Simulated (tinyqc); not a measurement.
Changing the J1: polytypes and stacking faults of a tetrahedral semiconductor in an axial Ising model with couplings up to third neighbours. Computed by tinyqc, a small Python program. Command: `OMP_NUM_THREADS=1 python tinyqc.py 3014035 3014036 out.jsonl polytype sweep`. One thread of a shared host (Intel(R) Xeon(R) Processor @ 2.30GHz), about 0.01 s of CPU time with the checks.

Each double layer has s = +1 or -1 for the sense of its stacking step; E per pair of atoms = E0 - sum_n J_n <s_i s_(i+n)>, n = 1, 2, 3. Hexagonality h = (1 - <s_i s_(i+1)>)/2.

Inputs (values chosen for the exercise, of the order of those of ZnS for J, a, G and the gaps):

| quantity | value | unit |
|---|---|---|
| J2 | -0.0773 | meV/pair |
| J3 | 0.05 | meV/pair |
| basal lattice constant a | 3.82 | angstrom |
| shear modulus G | 34.1 | GPa |
| Poisson ratio nu | 0.18 | - |
| gap of 3C | 3.72 | eV |
| gap of 4H | 3.8 | eV |

Host polytype: 3C.

correlations of the repeat units 3C (+), 2H (+-), 4H (++--), 6H (+++---), 15R (+++--), 8H (++++----), 21R (++++---), 9R (++-):
```
         n = 1      n = 2      n = 3
3C    1.000000   1.000000   1.000000
2H   -1.000000   1.000000  -1.000000
4H    0.000000  -1.000000   0.000000
6H    0.333333  -0.333333  -1.000000
15R   0.200000  -0.600000  -0.600000
8H    0.500000   0.000000  -0.500000
21R   0.428571  -0.142857  -0.714286
9R   -0.333333  -0.333333   1.000000
```

fault coefficients k_n:
```
               J1  J2  J3
intrinsic       4   4   4
extrinsic       4   8   8
twin boundary   2   4   6
```

Constants: 1 eV/angstrom^2 = 16.02176634 J/m^2.

Method:
- E - E(3C) = sum_n J_n (1 - C_n), C_n = <s_i s_(i+n)>. The gap is taken linear in h between 3C (h = 0) and 4H (h = 1/2), a rough rule, with a dash beyond.
- Faults in 3C: the sequences intrinsic (-), extrinsic (--), twin boundary (+ turns to -) are put between perfect repeats; k_n = (layers x C_n of the host) - sum_i s_i s_(i+n). gamma = sum k_n J_n/A, A = (sqrt 3/2) a^2; 1 meV/angstrom^2 = 16.02177 mJ/m^2.
- Screw line, bounded by the intrinsic fault of energy gamma: b = a, partials b_p = a/sqrt 3; d = G b_p^2 (2 - 3 nu)/(8 pi gamma (1 - nu)). One partial is driven off by the shear stress gamma/b_p along its Burgers vector.

One run for each value:

| J1 (meV/pair) | E(2H) - E(3C) (meV/pair) | E(4H) - E(3C) (meV/pair) | E(6H) - E(3C) (meV/pair) | energy of the glide fault, intrinsic (mJ/m^2) | splitting width d (nm) |
|---|---|---|---|---|---|
| 0.965 | 2.03 | 0.8604 | 0.640 | 4.76 | 24.71 |
| 1.250 | 2.60 | 1.1454 | 0.830 | 6.20 | 18.95 |
| 1.540 | 3.18 | 1.4354 | 1.024 | 7.67 | 15.32 |
| 1.830 | 3.76 | 1.7254 | 1.217 | 9.14 | 12.85 |
| 2.120 | 4.34 | 2.0154 | 1.410 | 10.61 | 11.07 |
| 2.410 | 4.92 | 2.3054 | 1.604 | 12.08 | 9.72 |
| 2.700 | 5.50 | 2.5954 | 1.797 | 13.55 | 8.67 |
| 2.990 | 6.08 | 2.8854 | 1.990 | 15.02 | 7.82 |
| 3.270 | 6.64 | 3.1654 | 2.177 | 16.44 | 7.15 |

Describe and explain the trends.

Over the rows, E(2H) - E(3C) (meV/pair) rises from 2.03 to 6.64; E(4H) - E(3C) (meV/pair) rises from 0.860 to 3.17; E(6H) - E(3C) (meV/pair) rises from 0.640 to 2.18. All energies are linear in J1, with slopes 2, 1 and 2/3 for 2H, 4H and 6H: twice the hexagonality.

Extremes, crossings and ranges named in words are read from the listed rows.
